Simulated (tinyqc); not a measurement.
Raising U: Hubbard chain of 5 sites, mean field against exact. Computed by the program tinyqc. Collinear unrestricted mean field (the lowest of 40 random starts) against exact diagonalisation.

one-body matrix (hopping and site energies) (eV):
```
         1        2        3        4        5
1   0.0000  -1.7700   0.0000   0.0000   0.0000
2  -1.7700   0.0000  -1.7700   0.0000   0.0000
3   0.0000  -1.7700   0.0000  -1.7700   0.0000
4   0.0000   0.0000  -1.7700   0.0000  -1.7700
5   0.0000   0.0000   0.0000  -1.7700   0.0000
```

electrons, up and down: 3  2

Exact and mean-field results (eV):
```
U            U/t    E exact  E mean field  mean |n_up - n_down|  double occupancy, exact  first gap in the sector
0.8900    0.5028  -8.679482     -8.639014                0.2317                   0.2123                   1.6870
1.7700    1.0000  -7.792077     -7.635470                0.2783                   0.1910                   1.5910
3.5400    2.0000  -6.290848     -5.751804                0.4597                   0.1488                   1.3800
5.3100    3.0000  -5.141263     -4.311202                0.6835                   0.1123                   1.1776
7.0800    4.0000  -4.278927     -3.368887                0.8098                   0.0840                   1.0049
10.6200   6.0000  -3.136911     -2.310018                0.9127                   0.0489                   0.7543
21.2400  12.0000  -1.682363     -1.173826                0.9779                   0.0150                   0.4116
35.4000  20.0000  -1.026436     -0.706670                0.9920                   0.0057                   0.2521
```

Estimate the missing row, U = 14.16.

Computed row:
```
U           U/t    E exact  E mean field  mean |n_up - n_down|  double occupancy, exact  first gap in the sector
14.1600  8.0000  -2.447173     -1.749054                0.9504                   0.0309                   0.5942
```

In absolute terms mean field is worst at U/t = 4.0, 0.910 eV too high: at small U it is nearly exact, and at large U it misses only exchange-scale energies. Relative to the exact energy its error is 0.5 % at the smallest U, 31 % at most and 31 % at the largest. The double occupancy falls from 0.212 to 0.006; at the largest U the first gap is 0.71 times the exchange scale 4t^2/U.
